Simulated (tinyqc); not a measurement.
Ionisation and resistivity against doping: donors with valley-orbit split 1s states.

Each donor binds at most one electron, in any of its states. For a site s, W_s = sum over its states of g exp(E/kT), and the ionised share is 1/(1 + W_s exp(eta)), eta = (EF - Ec)/kT; n = Nc F_1/2(eta); neutrality n + NA = ND x (mean ionised share); holes are neglected. Nc from N = 2 (m kB T/(4 pi c))^(3/2) with c = hbar^2/2m0, in 1/angstrom^3; times 1e24 for 1/cm^3, m = md. F_j(eta) = (1/Gamma(j + 1)) integral_0^infinity x^j dx/(1 + exp(x - eta)), which tends to exp(eta) for eta << 0.

Mobility (Caughey-Thomas form): mu = mu0 + (mu1 (T/300)^(-ga) - mu0)/(1 + ((ND + NA)/Nr)^de); rho = 1/(e n mu), e = 1.602176634e-19 C.

Constants: hbar^2/2m0 = 3.80998211 eV angstrom^2; kB = 8.617333262e-05 eV/K.

Values chosen for the exercise (near those of P in Si; not measured data): md = 1.06 m0 (density-of-states mass of the conduction band); E = (46.4, 34.7, 33.8) meV (binding energies of 1s(A1), 1s(T2), 1s(E)); g = (2, 6, 4) (their degeneracies with spin); T = 500 K; mu0 = 69 cm^2/(V s) (mobility at heavy doping); mu1 = 1367 cm^2/(V s) (mobility at light doping and 300 K); Nr = 9.8e+16 1/cm^3 (reference doping); de = 0.72 (doping exponent); ga = 2.3 (temperature exponent).

NA = 0.

Results:

| ND (1/cm^3) | n (1/cm^3) | n/ND | mu (cm^2/(V s)) | rho (ohm cm) | rho at full ionisation |
|---|---|---|---|---|---|
| 1.0e+14 | 1.00e+14 | 1.000 | 420 | 149 | 149 |
| 1.0e+15 | 1.00e+15 | 1.000 | 410 | 15.2 | 15.2 |
| 1.0e+16 | 9.95e+15 | 0.995 | 365 | 1.72 | 1.71 |
| 3.0e+16 | 2.96e+16 | 0.986 | 317 | 0.666 | 0.657 |
| 1.0e+17 | 9.56e+16 | 0.956 | 244 | 0.267 | 0.255 |
| 3.0e+17 | 2.66e+17 | 0.887 | 178 | 0.132 | 0.117 |
| 2.0e+18 | 1.25e+18 | 0.625 | 105 | 0.0475 | 0.0297 |

Give the missing row, ND (1/cm^3) = 1.0e+18.

Computed row:
```
ND (1/cm^3)  n (1/cm^3)   n/ND  mu (cm^2/(V s))  rho (ohm cm)  rho at full ionisation
1.0e+18        7.39e+17  0.739              125        0.0677                  0.0500
```

From 1e16 to 1e18 1/cm^3 rho falls by a factor 25.4, not 100: the mobility takes a factor 2.92 and incomplete ionisation 1.35. n/ND is below 0.9 from 3e+17 1/cm^3 on. From a few times 1e18 1/cm^3 on, depending on the dopant, the levels merge with the band, and already below that screening lowers the binding energy, so the last rows understate n.

(tinyqc, `OMP_NUM_THREADS=1 python tinyqc.py 1681768 1681769 out.jsonl`, Intel(R) Xeon(R) Processor @ 2.30GHz, 1 thread, shared host, about 0.01 s.)
